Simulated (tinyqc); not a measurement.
Wafer and channel orientation: ellipsoidal valleys in the axes of a wafer and a channel.

Valleys with axes a along x, y and z, two valleys each; inverse mass tensor w = 1/mt + (1/ml - 1/mt) a a. Device axes: z = nz/|nz|, x = nx/|nx|, y = z cross x; in them a = (ax, ay, az). Confinement mass mz = 1/w_zz. In the plane w_ij is replaced by u_ij = w_ij - w_iz w_jz/w_zz (i, j = x, y); density-of-states mass md = 1/sqrt(det u); conductivity mass along x mc = 1/u_xx; ballistic transport mass mx = u_yy/det u, width mass my = 1/u_yy.

Hard walls: E_n = c (n pi/t)^2/mz, c = hbar^2/2m0, n = 1, 2, 3. Non-degenerate share of a valley proportional to md sum_n exp(-E_n/kT); mean 1/mc = sum of share/mc. 1 nm = 10 angstrom.

Constants: hbar^2/2m0 = 3.80998211 eV angstrom^2; kB = 8.617333262e-05 eV/K.

Values chosen for the exercise (near those of the Delta valleys of Si; the results hold for these values, not for the real material):
- ml = 0.915 m0 (longitudinal mass)
- mt = 0.189 m0 (transverse mass)
- t = 8.9 nm (thickness of the film)
- T = 300 K (temperature)

For each face/channel: the lowest ladder (mz, number of valleys, md, E1, share) and the mean conductivity mass over all valleys.

Cases:

| face/channel |
|---|
| (113)/[1-10] |
| (100)/[011] |
| (112)/[11-1] |
| (110)/[1-11] |
| (210)/[001] |
| (111)/[11-2] |
| (110)/[001] |

Rank the cases by mean mc, lowest first.

Answer: (100)/[011], (210)/[001], (110)/[001], (113)/[1-10], (111)/[11-2], (110)/[1-11], (112)/[11-1].

Results:

| face/channel | mz | valleys | md | E1 (meV) | share | mean mc |
|---|---|---|---|---|---|---|
| (113)/[1-10] | 0.539 | 2 | 0.246 | 8.8 | 0.418 | 0.2516 |
| (100)/[011] | 0.915 | 2 | 0.189 | 5.2 | 0.449 | 0.2419 |
| (112)/[11-1] | 0.401 | 2 | 0.285 | 11.8 | 0.391 | 0.3177 |
| (110)/[1-11] | 0.313 | 4 | 0.323 | 15.2 | 0.719 | 0.3096 |
| (210)/[001] | 0.517 | 2 | 0.251 | 9.2 | 0.415 | 0.2426 |
| (111)/[11-2] | 0.257 | 6 | 0.357 | 18.5 | 1.000 | 0.2951 |
| (110)/[001] | 0.313 | 4 | 0.323 | 15.2 | 0.719 | 0.2432 |

The mean conductivity mass is lowest, 0.2419, for (100)/[011] and highest, 0.3177, for (112)/[11-1]; the bulk value is 0.2570. The confinement energy is lowest on the face with the heaviest mz ((100), 5 meV). The density of states of the lowest ladder, valleys times md, runs between 0.378 and 2.140; a small value limits the charge through the quantum capacitance.

(tinyqc, `OMP_NUM_THREADS=1 python tinyqc.py 1880718 1880719 out.jsonl`, Intel(R) Xeon(R) Processor @ 2.30GHz, 1 thread, shared host, about 0.01 s.)
